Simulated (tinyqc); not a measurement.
From M_n back to bias as a fraction of the breakdown voltage: avalanche multiplication and breakdown of a junction from ionisation integrals. Computed by tinyqc, a small Python program. Command: `OMP_NUM_THREADS=1 python tinyqc.py 3019509 3019510 out.jsonl impact inv`. One thread of a shared host (Intel(R) Xeon(R) Processor @ 2.30GHz), about 0.07 s of CPU time with the checks.

Ionisation coefficients follow the local field. Position x runs through the depletion layer from the p side (x = 0), where electrons enter, to the n side (x = w), where holes enter. The built-in voltage is neglected.

Inputs (values chosen for the exercise, modelled on GaN):
```
quantity,value,unit
electron prefactor a_n,4.67e+08,1/cm
electron field b_n,3.47e+07,V/cm
hole prefactor a_p,7.19e+06,1/cm
hole field b_p,1.53e+07,V/cm
exponent c,1,-
permittivity eps,9.7,-
doping N of the lightly doped side,4.4e+16,1/cm^3
```

Junction: one-sided abrupt n+p.

Constants: e = 1.602176634e-19 C; eps_0 = 8.8541878128e-12 F/m.

Method:
- alpha_n = a_n exp(-(b_n/F)^c), alpha_p = a_p exp(-(b_p/F)^c).
- Field F = F_m (1 - s), w = eps eps_0 F_m/(e N), V = F_m w/2, with s = 1 - x/w (the peak lies at the n+ side).
- With Phi(x) = int_0^x (alpha_n - alpha_p) dx': 1 - 1/M_n = I_n = int_0^w alpha_n exp(-Phi) dx and M_p = M_n exp(-Phi(w)); trapezoid rule on 401 even points; breakdown at I_n = 1.
- Solve I_n(F_m) = 1.
- Bias V = fraction times the breakdown voltage.
- M_n = 1/(1 - I_n), M_p = M_n exp(-Phi(w)); McIntyre excess noise for the carrier with the larger M, F_x = k M + (1 - k)(2 - 1/M), with k = (smaller M - 1)/(larger M - 1).

Task: A run gave the result below. Find the bias as a fraction of the breakdown voltage, known to lie between 0.71 and 0.95.

M_n = 1.543576

Result:

Each step takes the trial c = (a f_b - b f_a)/(f_b - f_a), f being the result less the target and a, b, c the logarithms of the listed values; c replaces end b, the old b replaces a if the sign of f changed, and otherwise f_a is halved.

Scan of the range:
```
bias as a fraction of the breakdown voltage,M_n
0.710,1.02384
0.745,1.03880
0.782,1.06481
0.821,1.11226
0.862,1.20594
0.905,1.41977
0.950,2.10736
```

False position (Illinois rule, in the logarithm of the input) inside the bracket:
```
step,end a,end b,trial,M_n
1,0.905000,0.950000,0.912942,1.48632
2,0.950000,0.912942,0.916297,1.51864
3,0.950000,0.916297,0.918991,1.54671
4,0.916297,0.918991,0.918690,1.54347
5,0.918991,0.918690,0.918700,1.54358
6,0.918991,0.918700,0.918700,1.54358
7,0.918700,0.918700,0.918700,1.54358
```

M_n rises at every point of a 13-point scan of the range (every second point is shown), so one value fits; it is bracketed by 0.905 and 0.950. Answer: bias as a fraction of the breakdown voltage = 0.9187.
